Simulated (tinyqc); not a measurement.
Worked calculation: implant damage, amorphisation by cascade overlap, and solid-phase epitaxial regrowth. Computed by tinyqc, a small Python program that keeps every step. Command: `OMP_NUM_THREADS=1 python tinyqc.py 3110192 3110193 out.jsonl sper walk`. One thread of a shared host (Intel(R) Xeon(R) Processor @ 2.30GHz), about 0.01 s of CPU time with the checks. Intermediate numbers are printed to about 6 digits and carried at full precision; extremes and crossings named in words are read from the listed rows.

Range and width of the damage are inputs. Dynamic annealing enters only through the surviving share f.

Inputs (values chosen for the exercise, modelled on germanium ions in silicon):
```
quantity,value,unit
atomic density N,49.9,1/nm^3
ion Z1,32,-
ion mass M1,72.6,u
target Z2,14,-
target mass M2,28.09,u
ion energy E,150,keV
displacement energy E_d,15,eV
depth of the damage peak R_d,75,nm
width of the damage profile s_d,42,nm
share of defects that survive f,0.7,-
critical displaced share x_c,0.14,-
dose Q,1e+15,1/cm^2
overlaps needed n,2,-
area amorphised by one track A_i,0.32,nm^2
regrowth prefactor v0,5.3e+15,nm/s
regrowth energy E_a,2.71,eV
anneal temperature,518,C
rate relative to (100),1,-
peak enhancement by the dopant,5.3,-
ramp rate,2,K/s
```

Constants: a_0 = 0.529177210903 angstrom; e^2/(4 pi eps_0) = 14.39964548 eV angstrom; k_B = 8.617333262e-05 eV/K.

## Damage energy and displacements per ion

Robinson partition: eps = E a M2/(Z1 Z2 (e^2/(4 pi eps_0)) (M1 + M2)), a = 0.8853 a_0/sqrt(Z1^(2/3) + Z2^(2/3)); k = 0.0793 Z1^(2/3) Z2^(1/2) (M1 + M2)^(3/2)/((Z1^(2/3) + Z2^(2/3))^(3/4) M1^(3/2) M2^(1/2)); damage energy T_d = E/(1 + k (eps + 0.40244 eps^(3/4) + 3.4008 eps^(1/6))); displacements nu = 0.8 T_d/(2 E_d).

reduced energy eps = 0.762398

k = 0.115815

damage energy T_d = 99.8153 keV

T_d/E = 0.665435

displacements per ion nu = 2661.74

33 % of the energy goes to electrons.

## The amorphous layer

Displaced share x(z) = f nu Q exp(-(z - R_d)^2/(2 s_d^2))/(sqrt(2 pi) s_d N); the layer is amorphous where x > x_c, between R_d -/+ s_d sqrt(2 ln(x_max/x_c)), the upper edge being cut at the surface. Threshold dose Q_c = Q x_c/x_max.

peak displaced share x_max = 3.54670

threshold dose Q_c = 3.94734e+13 1/cm^2

upper edge = 0 nm

lower edge = 181.785 nm

The layer reaches the surface. Caution: x above 1 counts atoms displaced more than once.

## Damage left below the interface

Displaced atoms per area beyond the lower edge z2: f nu Q (1/2) erfc((z2 - R_d)/(sqrt2 s_d)); they are not removed by regrowth.

share of the damage beyond z2 = 0.00550328

displaced atoms beyond z2 = 1.02538e+16 1/cm^2

## Layer against dose

The formulas are those given above.

Dose series; the last column is f nu Q erfc((z2 - R_d)/(sqrt2 s_d))/2:
```
Q (1/cm^2),x_max,upper edge (nm),lower edge (nm),displaced atoms beyond z2 (1/cm^2)
4.34e+13,0.15393,56.7087,93.291,2.68141e+16
5.92e+13,0.20996,37.1862,112.814,2.02927e+16
9.87e+13,0.35006,18.1382,131.862,1.61632e+16
1.58e+14,0.56038,5.0484,144.952,1.41027e+16
2.76e+14,0.97889,0.0000,157.832,1.24930e+16
4.74e+14,1.68113,0.0000,168.644,1.13811e+16
9.87e+14,3.50059,0.0000,181.568,1.02707e+16
1.97e+15,6.98699,0.0000,192.452,9.48135e+15
```

A dose 45 times larger moves the lower edge from 93.3 to 192 nm, as the root of a logarithm, and the damage beyond it falls by a factor 2.8, since the edge lies on an ever steeper tail. The layer reaches the surface at Q_c exp(R_d^2/(2 s_d^2)) = 1.94e14 per cm^2.

## Overlap model

Gibbons model: a point turns amorphous after n + 1 hits; with y = A_i Q the amorphous share is 1 - exp(-y) sum_(k=0..n) y^k/k!. Doses are set by y.

Amorphous share:
```
y,Q (1/cm^2),direct impact (n = 0),given n
0.1,3.12500e+13,0.095163,1.54653e-04
0.3,9.37500e+13,0.259182,3.59949e-03
0.6,1.87500e+14,0.451188,2.31153e-02
1.0,3.12500e+14,0.632121,8.03014e-02
2.0,6.25000e+14,0.864665,3.23324e-01
3.0,9.37500e+14,0.950213,5.76810e-01
5.0,1.56250e+15,0.993262,8.75348e-01
8.0,2.50000e+15,0.999665,9.86246e-01
```

At small y the share grows as y^3; between the first rows the exponent is 2.86.

## Isothermal regrowth

v = v0 x orientation factor x exp(-E_a/(k_B T)) x [1 + (enhancement - 1) exp(-(z - R_d)^2/(2 s_d^2))], T = anneal temperature + 273.15 K; the dopant is taken to follow the damage profile; the lower front moves from the lower edge z2 to the surface, or to the middle (z1 + z2)/2 of a buried layer with upper edge z1; time = int dz/v; the equivalent undoped distance is that time times the undoped velocity.

undoped velocity = 0.0289103 nm/s

distance to regrow = 181.785 nm

time without enhancement = 6287.88 s

equivalent undoped distance = 66.2005 nm

time with enhancement = 2289.86 s

The rate doubles for each 14 K or so near this temperature.

## Regrowth during a ramp

On a linear ramp from 200 C regrowth ends at the T_f where int v_undoped dT/(ramp rate) equals the equivalent undoped distance.

temperature at which regrowth ends = 637.396 C

Checks made by the program: tail against quadrature of x(z) N (relative difference below 1e-10).
